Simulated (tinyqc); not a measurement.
# Worked calculation: planar ballistic transistor, top-of-the-barrier model

tinyqc, about 0.01 s, one thread, Intel Xeon 2.30GHz (shared host): `OMP_NUM_THREADS=1 python tinyqc.py 2400048 2400049 out.jsonl` Printed values are rounded.

At the top of the source barrier, states moving towards the drain are filled by the source (Fermi level 0) and states moving back by the drain (Fermi level -q Vd); nothing scatters. U is the shift of the band edge there, set by the capacitances CG, CD and CS (the total) and by the charge. Parabolic two-dimensional band; the source is grounded.

Inputs (values chosen for the exercise); mass and valleys made up:
```
symbol,value,unit,meaning
T,150,K,temperature
m,0.165,m0,effective mass
gv,1,,valley degeneracy
eox,16,,relative permittivity of the gate insulator
tox,1.5,nm,insulator thickness
aG,0.82,,gate control CG/CS
aD,0.075,,drain control CD/CS
E0,0.16,eV,band edge at the barrier top above the source Fermi level at zero bias
Vg,0.5,V,gate voltage
Vd,0.1,V,drain voltage
```

Constants: q = 1.602176634e-19 C, kB = 1.380649e-23 J/K, hbar = 1.054571817e-34 J s, m0 = 9.1093837015e-31 kg, Vt = kB T/q, eps0 = 8.8541878128e-14 F/cm where lengths are in cm. Results are converted to the units shown.

## Density of states, capacitances and charge at zero bias

N0 = gv m kB T/(pi hbar^2), CG = eps0 eox/tox, vT = sqrt(2 kB T/(pi m)), CS = CG/aG, n0 = n at U = 0 and Vd = 0. eta1 = -(E0 + U)/Vt, eta2 = eta1 - Vd/Vt, n = (N0/2)[F_0(eta1) + F_0(eta2)], F_0(x) = ln(1 + exp x). UL = -(aG Vg + aD Vd).

N0 = 8.90933e11 cm^-2
CG = 9.44447 uF/cm^2
CS = 11.5176 uF/cm^2
n0 = 3.75043e6 cm^-2
UL = -0.4175 eV

## Iteration 1: self-consistent potential at the barrier top

U at the start (U = UL) = -0.4175 eV

eta1 = -(E0 + U)/Vt, eta2 = eta1 - Vd/Vt, n = (N0/2)[F_0(eta1) + F_0(eta2)], F_0(x) = ln(1 + exp x). U(out) = UL + q (n - n0)/CS. Newton step: U(new) = U + (U(out) - U)/(1 + CQ/CS), CQ = (q/Vt) dn/d(eta1) with both F' summed; F_0'(x) = 1/(1 + exp(-x)).

eta1 = 19.9211
eta2 = 12.1847
n = 1.43021e13 cm^-2
U(out) = -0.218549 eV
CQ = 11.0431 uF/cm^2
U after iteration 1 = -0.315932 eV

## Iteration 2: self-consistent potential at the barrier top

As before.

eta1 = 12.0634
eta2 = 4.32710
n = 7.30729e12 cm^-2
U(out) = -0.315851 eV
CQ = 10.9711 uF/cm^2
U after iteration 2 = -0.315891 eV

## Course of the iteration: self-consistent potential at the barrier top

Stop when U changes by less than 1e-9 eV, or after 90 iterations.

Course of the iteration:

| iteration | U (eV) | \|change\| (eV) |
|---|---|---|
| 1 | -0.315932 | 0.102 |
| 2 | -0.315891 | 4.15e-5 |
| 3 | -0.315891 | 2.11e-10 |

Converged in 3 iterations. The change falls from 0.10 in the first iteration to below the tolerance in the last.

## Current, mean velocity and share of the gate voltage

converged U = -0.315891 eV

N0 = gv m kB T/(pi hbar^2), CG = eps0 eox/tox, vT = sqrt(2 kB T/(pi m)), CS = CG/aG, n0 = n at U = 0 and Vd = 0. eta1 = -(E0 + U)/Vt, eta2 = eta1 - Vd/Vt, n = (N0/2)[F_0(eta1) + F_0(eta2)], F_0(x) = ln(1 + exp x). I = q (N0/2) vT [F_(1/2)(eta1) - F_(1/2)(eta2)] per width, F_(1/2)(x) = (2/sqrt(pi)) int_0^infinity u^(1/2)/(1 + exp(u - x)) du. Mean velocity I/(q n). CQ = (q/Vt) dn/d(eta1); the band edge follows the gate as -dU/dVg = aG/(1 + CQ/CS).

eta1 = 12.0602
n = 7.30445e12 cm^-2
I = 1640.36 uA/um
mean velocity = 1.40165e7 cm/s
CQ = 10.9709 uF/cm^2
-dU/dVg = 0.419968 eV/V

The carriers from the source are degenerate (eta1 = 12.1), and the mean velocity is 1.50 times vT = sqrt(2 kB T/(pi m)) = 9.37e6 cm/s. The drain fills a good part of the returning states, which lowers the mean.
